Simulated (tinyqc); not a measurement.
Strain-driven crossing of the Gamma and L valleys in a germanium-like crystal alloyed with tin, step by step. Values are carried at full precision from step to step, so a last printed digit may differ when a step is redone from the rounded ones.

With tin the unstrained gaps become E(y) = (1 - y) E + y EgS - CS y (1 - y); all other values are kept.
Constants: kB = 8.617333262e-05 eV/K; hc = 1239.841984 eV nm.

Parameters, chosen for this exercise (near those of Ge, gaps at low temperature; shifted at random, so the results belong to these values and not to a real crystal):
```
symbol  value            unit  meaning
Eg      0.911            eV    gap at Gamma to the s-like level
EgL     0.739            eV    gap to L
EgS     (-0.381, 0.136)  eV    Gamma and L gaps of the tin end
CS      (2.55, 0.76)     eV    bowing of the Gamma and L gaps
y       0.042                  tin fraction
C11     130.5            GPa
C12     48.5             GPa
C44     66.8             GPa
load    uniaxial [110]         kind of strain
e0      0.0242                 size of the strain
Dso     0.29             eV    spin-orbit splitting
ac      -8.23            eV    conduction deformation potential
av      1.25             eV    valence hydrostatic potential
b       -2.55            eV    tetragonal shear potential
d       -5.33            eV    trigonal shear potential
aL      -1.57            eV    hydrostatic potential of the L edge, Xd + Xu/3
XuL     15.62            eV    uniaxial potential, L
mG      0.0422           m0    mass at Gamma
mL      0.543            m0    density-of-states mass of the four L valleys together
T       77               K     temperature
```

## Gaps of the unstrained alloy

Give both gaps, their difference, and the y at which they cross (the root of a quadratic between 0 and 0.3).

Gamma and L gaps (eV): 0.7541  0.6831

Gamma - L = 0.0710 eV
crossing y = 0.0733

Without strain the alloy is indirect.

## The strain tensor for a uniaxial [110] load

Biaxial loads: e0 is the in-plane strain e_par and the normal is free. (001): e_perp = -2 (C12/C11) e_par; exx = eyy = e_par, ezz = e_perp, no shear. (111): e_perp = -(2 C11 + 4 C12 - 4 C44)/(C11 + 2 C12 + 4 C44) e_par; exx = eyy = ezz = (2 e_par + e_perp)/3 and exy = eyz = ezx = (e_perp - e_par)/3. (110): e_perp = -(C11 + 3 C12 - 2 C44)/(C11 + C12 + 2 C44) e_par; exx = eyy = (e_par + e_perp)/2, ezz = e_par, exy = (e_perp - e_par)/2, eyz = ezx = 0. Uniaxial loads: a stress along n, scaled so that n.e.n = e0, with exx = s11 sxx + s12 (syy + szz), exy = s44 sxy/2, s11 = (C11 + C12)/((C11 - C12)(C11 + 2 C12)), s12 = -C12/((C11 - C12)(C11 + 2 C12)), s44 = 1/C44.

Form the tensor and its trace.

strain tensor in the cubic axes:
```
,x,y,z
x,0.011691,0.012509,0.000000
y,0.012509,0.011691,0.000000
z,0.000000,0.000000,-0.008690
```

tr(e) = 0.014692

## Band edges

Edges from the unstrained valence top: Gamma at Eg + ac tr(e); an L valley with unit axis u at EgL + aL tr(e) + XuL (u.e.u - tr(e)/3), u along [111], [1-1-1], [-11-1], [-1-11]; valence edges are the levels of the 6 x 6 matrix of X, Y, Z times spin with -Dso/3 + l exx + m (eyy + ezz) on the diagonal (cyclic), n exy off it, l = av + 2 b, m = av - b, n = sqrt(3) d. Spin-orbit term (Dso/3) L.sigma on X, Y, Z with (L_k)_ij = -i epsilon_kij: <X+|H|Y+> = -i Dso/3, <X+|H|Z-> = Dso/3, <Y+|H|Z-> = -i Dso/3, <Z+|H|X-> = -Dso/3, <Z+|H|Y-> = i Dso/3, <X-|H|Y-> = i Dso/3, and their conjugates; + and - are the spin along z.

Give the edges and the direct and indirect gaps from the top valence edge.

Gamma edge = 0.6332 eV

L edges (eV): [111] 0.7903, [1-1-1] 0.5298, [-11-1] 0.5298, [-1-11] 0.7903

valence edges from the top (eV): 0.1050  -0.0141  -0.3258

direct and indirect gap (eV): 0.5283  0.4248

The gap is indirect: Gamma lies 103 meV above the lowest L valley. The top two valence edges are 119 meV apart.

## Electrons in the Gamma valley

Non-degenerate, parabolic: share = mG^(3/2)/(mG^(3/2) + (mL^(3/2)/4) sum_i exp(-(E_Li - E_Gamma)/kT)). Also the offset at which four equal L valleys hold half of the electrons, kT ln((mL/mG)^(3/2)), and the wavelength hc/E of the direct gap.

(mL/mG)^(3/2) = 46.16
share in Gamma = 7.34e-07 %
offset for an even split = 25.4 meV
wavelength = 2347 nm

With the L valleys as they lie here, Gamma must be 21 meV below the lowest of them to hold half of the electrons at 77 K; it lies 103 meV above. A direct gap alone is not enough.

tinyqc: `OMP_NUM_THREADS=1 python tinyqc.py 1081524 1081525 out.jsonl`; about 0.01 s, one thread, shared Intel(R) Xeon(R) Processor @ 2.30GHz.
